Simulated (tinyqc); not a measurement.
Electron mobility in a silicon inversion layer, empirical terms and Matthiessen rule: two steps of the calculation.

Inversion layer of sheet density Ns on a uniformly doped body, under a high-permittivity gate with an interlayer. The mobility terms are empirical power laws with prefactors chosen for the exercise; adding their inverses (Matthiessen) is itself an approximation.

Parameters, values chosen for the exercise; material values close to those of silicon: temperature T = 350 K; band gap Eg = 1.12 eV; relative permittivity of the semiconductor eps_r = 11.8; conduction-band density of states at T Nc = 3.49e19 cm^-3; valence-band density of states at T Nv = 3.3e19 cm^-3; body doping Nb = 5.5e16 cm^-3; reverse body bias Vsb = 0 V; weight of the inversion charge in the effective field eta = 0.5; gate capacitance Cox = 1.95 uF/cm^2; inversion density Ns = 2.9e12 cm^-2; ratio W/L WL = 10; drain voltage Vd = 0.05 V.

Constants: q = 1.602176634e-19 C, kB = 1.380649e-23 J/K, Vt = kB T/q, eps0 = 8.8541878128e-14 F/cm where lengths are in cm. Results are converted to the units shown.

Question 1. Depletion charge and effective field. ni = sqrt(Nc Nv) exp(-Eg/(2 Vt)), Eg in volts; Ndep = sqrt(2 eps0 eps_r Nb (2 Vt ln(Nb/ni) + Vsb)/q); E = q (Ndep + eta Ns)/(eps0 eps_r), in MV/cm.

Wanted: ni; Ndep; E.

Answer 1.

ni = 2.9311e11 cm^-3
Ndep = 7.2484e11 cm^-2
E = 0.33351 MV/cm

The depletion charge gives 33.3 % of the field.

Question 2. Split C-V extraction. Q(Vg) is the trapezoid sum of Cgc from the first point (where Q is taken as 0); mu_eff = I/((W/L) Q Vd); mu_FE = (dI/dVg)/((W/L) Cox Vd) with a backward difference. Listed from point 4 on.

```
point  Vg (V)  Cgc (uF/cm^2)        I (uA)
0           0   9.9661835e-4  1.6194359e-6
1         0.1    0.010590391  1.8345741e-4
2         0.2     0.10744567   0.019526044
3         0.3     0.74831602     1.2386797
4         0.4      1.6950977     14.289932
5         0.5      1.9229221     39.793726
6         0.6      1.9474320     66.158363
7         0.7      1.9497592     90.284243
8         0.8      1.9499775     111.84608
9         0.9      1.9499979     130.96612
10          1      1.9499998     147.83541
11        1.1      1.9500000     162.64658
12        1.2      1.9500000     175.58134
```

Wanted: Q; mu_eff; mu_FE.

Answer 2.

```
point  Q (uC/cm^2)  mu_eff (cm^2/(V s))  mu_FE (cm^2/(V s))
4           0.1714                166.7               133.9
5           0.3523                225.9               261.6
6           0.5459                242.4               270.4
7           0.7407                243.8               247.4
8           0.9357                239.1               221.1
9            1.131                231.7               196.1
10           1.326                223.0               173.0
11           1.521                213.9               151.9
12           1.716                204.7               132.7
```

At the last point mu_FE is 35 % below mu_eff: where the mobility falls with gate voltage the slope of I understates it.

tinyqc, about 0.01 s, one thread, Intel Xeon 2.30GHz (shared host): `OMP_NUM_THREADS=1 python tinyqc.py 2510171 2510172 out.jsonl`
